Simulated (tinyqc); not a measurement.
Thickness from two neighbouring fringes.

Inverse problem. At normal incidence a transparent film with an index between those of air and substrate, taken as constant, has reflectance minima at 2 n1 d = (m + 1/2) lam (small phase shifts at the substrate neglected). Find d and the order m of the shorter wavelength.

Inputs (values chosen for the exercise):
- n1 = 2.067 (index of the transparent film)

wavelengths of two neighbouring reflectance minima (nm): [475, 548.07692]

Answer. Neighbouring orders differ by one: 2 n1 d (1/lam1 - 1/lam2) = 1.

d = 862 nm
m = 7

Program tinyqc, `OMP_NUM_THREADS=1 python tinyqc.py 2870114 2870115 out.jsonl`; Intel Xeon 2.30GHz, shared host, one thread, about 0.01 s.
